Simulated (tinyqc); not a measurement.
Slope factor and drain-induced lowering from three currents.

Question. With source and body at 0 V, I = A exp((Vg + dd Vd)/(nf Vt)) (1 - exp(-Vd/Vt)). Find nf, the swing nf Vt ln 10 and dd.

Inputs (values chosen for the exercise): temperature T = 398 K.

Constants: q = 1.602176634e-19 C, kB = 1.380649e-23 J/K, Vt = kB T/q. Results are converted to the units shown.

currents at (Vg, Vd) = (0, 0.05), (0, 1.1) and (0.09, 1.1) V (nA/um): [0.096550908, 2.1238540, 15.987378]

Solution. The pair at equal Vd gives nf; the pair at equal Vg, after dividing out the factors 1 - exp(-Vd/Vt), gives dd.

nf = 1.30
swing = 103 mV/decade
dd = 0.120

Computed by the program tinyqc: `OMP_NUM_THREADS=1 python tinyqc.py 2242251 2242252 out.jsonl`, one thread of a shared Intel Xeon 2.30GHz, about 0.03 s for the whole run.
